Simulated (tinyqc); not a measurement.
Comparisons within one model: donors with valley-orbit split 1s states. A value that a table varies takes the place of the one given here.

Each donor binds at most one electron, in any of its states. For a site s, W_s = sum over its states of g exp(E/kT), and the ionised share is 1/(1 + W_s exp(eta)), eta = (EF - Ec)/kT; n = Nc F_1/2(eta); neutrality n + NA = ND x (mean ionised share); holes are neglected. Nc from N = 2 (m kB T/(4 pi c))^(3/2) with c = hbar^2/2m0, in 1/angstrom^3; times 1e24 for 1/cm^3, m = md. F_j(eta) = (1/Gamma(j + 1)) integral_0^infinity x^j dx/(1 + exp(x - eta)), which tends to exp(eta) for eta << 0.

Mobility (Caughey-Thomas form): mu = mu0 + (mu1 (T/300)^(-ga) - mu0)/(1 + ((ND + NA)/Nr)^de); rho = 1/(e n mu), e = 1.602176634e-19 C.

Constants: hbar^2/2m0 = 3.80998211 eV angstrom^2; kB = 8.617333262e-05 eV/K.

Values chosen for the exercise (near those of As in Si; not measured data): md = 1.081 m0 (density-of-states mass of the conduction band); E = (54, 32.7, 31.6) meV (binding energies of 1s(A1), 1s(T2), 1s(E)); g = (2, 6, 4) (their degeneracies with spin); ND = 5.5e+16 1/cm^3 (donors); NA = 0 1/cm^3 (compensating acceptors, all ionised); T = 500 K; mu0 = 70 cm^2/(V s) (mobility at heavy doping); mu1 = 1409 cm^2/(V s) (mobility at light doping and 300 K); Nr = 1.1e+17 1/cm^3 (reference doping); de = 0.72 (doping exponent); ga = 2.3 (temperature exponent).

## What the excited states change

The last columns keep only the ground state of each site (g = 2).

Results:

| T (K) | effective degeneracy | eta | n (1/cm^3) | n, ground states only | ratio |
|---|---|---|---|---|---|
| 40 | 2.02 | -9.79 | 7.66e+13 | 7.70e+13 | 0.995 |
| 60 | 2.15 | -7.53 | 1.35e+15 | 1.40e+15 | 0.965 |
| 80 | 2.43 | -6.54 | 5.60e+15 | 6.13e+15 | 0.913 |
| 110 | 3.01 | -5.94 | 1.64e+16 | 1.93e+16 | 0.848 |
| 150 | 3.86 | -5.78 | 3.09e+16 | 3.70e+16 | 0.834 |
| 200 | 4.83 | -5.90 | 4.22e+16 | 4.81e+16 | 0.877 |
| 250 | 5.65 | -6.11 | 4.77e+16 | 5.19e+16 | 0.918 |
| 300 | 6.31 | -6.33 | 5.04e+16 | 5.34e+16 | 0.944 |
| 400 | 7.32 | -6.71 | 5.28e+16 | 5.43e+16 | 0.971 |
| 500 | 8.04 | -7.03 | 5.37e+16 | 5.47e+16 | 0.982 |

What can be read from the table?

The effective degeneracy grows from 2.02 to 8.04. Excited states hold electrons back, so the ratio is never above 1; it is lowest, 0.834, at 150 K of those listed, and 0.944 at 300 K. At low T the excited states empty out, and at high T more donors are ionised (n is 98 % of ND - NA in the last row), so the effect is largest in between.

## Ionisation and resistivity against doping

NA = 0.

Results:

| ND (1/cm^3) | n (1/cm^3) | n/ND | mu (cm^2/(V s)) | rho (ohm cm) | rho at full ionisation |
|---|---|---|---|---|---|
| 1.0e+14 | 1.00e+14 | 1.000 | 433 | 144 | 144 |
| 1.0e+15 | 1.00e+15 | 1.000 | 423 | 14.8 | 14.7 |
| 1.0e+16 | 9.95e+15 | 0.995 | 380 | 1.65 | 1.64 |
| 3.0e+16 | 2.96e+16 | 0.986 | 332 | 0.635 | 0.626 |
| 1.0e+17 | 9.57e+16 | 0.957 | 259 | 0.252 | 0.241 |
| 3.0e+17 | 2.67e+17 | 0.890 | 189 | 0.123 | 0.110 |
| 1.0e+18 | 7.43e+17 | 0.743 | 132 | 0.0637 | 0.0473 |
| 2.0e+18 | 1.26e+18 | 0.630 | 110 | 0.0450 | 0.0283 |

How do the results move?

From 1e16 to 1e18 1/cm^3 rho falls by a factor 25.9, not 100: the mobility takes a factor 2.88 and incomplete ionisation 1.34. n/ND is below 0.9 from 3e+17 1/cm^3 on. From a few times 1e18 1/cm^3 on, depending on the dopant, the levels merge with the band, and already below that screening lowers the binding energy, so the last rows understate n.

## Compensation sets the slope of the freeze-out

NA = K ND. The slope energy is -d ln(n T^(-p))/d(1/kT) between 30 and 36 K, with p = 3/4 for K = 0 and p = 3/2 otherwise.

Results:

| K | n(30 K) (1/cm^3) | n(36 K) (1/cm^3) | slope energy (meV) |
|---|---|---|---|
| 0 | 4.56e+12 | 2.97e+13 | 26.97 |
| 0.0010 | 3.75e+11 | 1.30e+13 | 50.76 |
| 0.010 | 3.74e+10 | 1.59e+12 | 53.90 |
| 0.050 | 7.18e+09 | 3.06e+11 | 53.94 |
| 0.20 | 1.51e+09 | 6.43e+10 | 53.95 |
| 0.50 | 3.78e+08 | 1.61e+10 | 53.95 |

What does this show, and why?

Without acceptors the slope is 26.97 meV, against half the ground-state energy, 27.00; with K = 0.05 it is 53.94 meV, against the full 54. The full energy (less a few meV where excited levels lie within a few kT) shows where n is far below NA, since the acceptors then hold EF near the donor level: n(36 K)/NA is 0.24 for K = 0.001 and 0.00011 for K = 0.05; where it is not small, the slope falls short of the full energy.

## What moves the carrier density

All results formed anew. Each row changes one parameter from the base and keeps the others.

Results:

| case | eta | n (1/cm^3) | rho (ohm cm) |
|---|---|---|---|
| base | -7.030 | 5.366e+16 | 0.3913 |
| E = (59, 32.7, 31.6) meV | -7.031 | 5.362e+16 | 0.3916 |
| md = 1.189 m0 | -7.170 | 5.383e+16 | 0.3901 |
| ND = 1.1e+17 1/cm^3 | -6.360 | 1.049e+17 | 0.2356 |
| NA = 5.5e+15 1/cm^3 | -7.136 | 4.829e+16 | 0.4437 |
| T = 530 K | -7.115 | 5.383e+16 | 0.4405 |
| Nr = 2.2e+17 1/cm^3 | -7.030 | 5.366e+16 | 0.3453 |

What can be read from the table?

The largest shifts from the base row, up to three for each result and ties (the steps differ in size, so this ranks the rows, not the parameters). eta: ND +0.671, md -0.140, NA -0.105; unchanged at the printed digits by Nr. n (1/cm^3): ND +5.12e+16, NA -5.37e+15, md +1.71e+14; unchanged at the printed digits by Nr. rho (ohm cm): ND -0.156, NA +0.0524, T +0.0491.

(tinyqc, `OMP_NUM_THREADS=1 python tinyqc.py 1651093 1651094 out.jsonl`, Intel(R) Xeon(R) Processor @ 2.30GHz, 1 thread, shared host, about 0.03 s.)
